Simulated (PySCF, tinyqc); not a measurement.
Worked calculation: CISD on RHF in the sto-6g basis, for H4, spin multiplicity 1. The lowest restricted solution is unstable here: a spin-polarised one lies 0.1751 hartree lower (PySCF). One step of it, computed by the program tinyqc.

Problem. CISD: roots. Diagonalise (each vector has its largest component positive (the first on a tie)); all determinants have Ms = 0, so triplets appear too. The lowest singlet root is the correlation energy.

Occupation strings over the orbitals (2 doubly, a alpha, b beta, 0 empty; spin orbitals ordered 1a 1b 2a 2b ...): 2200 2a0b a2b0 2b0a b2a0 aabb 2020 abab 2002 abba baab 0220 baba 0202 bbaa

H - E(HF) between determinants (hartree), lower triangle:
```
           2200       2a0b       a2b0       2b0a       b2a0       aabb       2020       abab
2200   0.000000
2a0b   0.000000   0.365931
a2b0   0.000000   0.023510   0.267898
2b0a   0.000000  -0.101973   0.097764   0.365931
b2a0   0.000000   0.097764  -0.101121   0.023510   0.267898
aabb   0.044209  -0.028079  -0.036375   0.000000   0.000000   0.543370
2020   0.185807  -0.107137  -0.102089   0.107137   0.102089  -0.053555   0.238924
abab   0.053555   0.102089   0.107137  -0.054493  -0.054175  -0.185807  -0.067719   0.589122
2002   0.101973   0.128539   0.000000  -0.128539   0.000000   0.097764   0.129237  -0.121274
abba  -0.097764   0.000000  -0.124937   0.128503   0.000000  -0.101973   0.121274  -0.129237
baab  -0.097764  -0.128503   0.000000   0.000000   0.124937  -0.101121   0.121274  -0.119611
0220   0.101121   0.000000   0.123144   0.000000  -0.123144   0.097764   0.119611  -0.121274
baba   0.053555   0.054493   0.054175  -0.102089  -0.107137  -0.127172  -0.067719   0.000000
0202   0.127172  -0.054175  -0.054493   0.054175   0.054493  -0.053555   0.000000  -0.067719
bbaa   0.044209   0.000000   0.000000   0.028079   0.036375   0.000000  -0.053555  -0.127172

           2002       abba       baab       0220       baba       0202      bbaa
2002   0.905408
abba   0.023510   0.479239
baab   0.023510   0.000000   0.479239
0220   0.000000   0.023510   0.023510   0.694036
baba  -0.121274  -0.119611  -0.129237  -0.121274   0.589122
0202   0.119611   0.121274   0.121274   0.129237  -0.067719   0.964378
bbaa   0.097764  -0.101121  -0.101973   0.097764  -0.185807  -0.053555  0.543370
```

Give: lowest roots of this matrix, relative to E(HF); lowest vectors; <S^2> of these roots; weight of the ground state by excitation level 0, 1, 2, ....

Solution.

lowest roots of this matrix, relative to E(HF) (hartree): -0.2040  -0.0361  0.0170  0.0273  0.3183  0.3673  0.4233  0.5030

lowest vectors:
```
       root 1   root 2   root 3  root 4
2200   0.7768   0.3593   0.0000  0.0000
2a0b  -0.0680   0.2921  -0.3893  0.0000
a2b0  -0.0762   0.3712   0.5334  0.0000
2b0a   0.0680  -0.2921  -0.3893  0.0000
b2a0   0.0762  -0.3712   0.5334  0.0000
aabb  -0.0906   0.0849   0.0153  0.4082
2020  -0.5300   0.3791   0.0000  0.0000
abab  -0.0632  -0.1839  -0.0112  0.4082
2002   0.0179  -0.2483   0.0000  0.0000
abba   0.1538   0.0990   0.2522  0.4082
baab   0.1538   0.0990  -0.2522  0.4082
0220   0.0201  -0.3378   0.0000  0.0000
baba  -0.0632  -0.1839   0.0112  0.4082
0202  -0.1496   0.0599   0.0000  0.0000
bbaa  -0.0906   0.0849  -0.0153  0.4082
```

<S^2> of these roots: 0.0000  0.0000  2.0000  6.0000  2.0000  0.0000  0.0000  2.0000

weight of the ground state by excitation level 0, 1, 2, ...: 0.6034  0.0209  0.3757

The reference has a weight of only 0.60: one determinant is a poor start here.
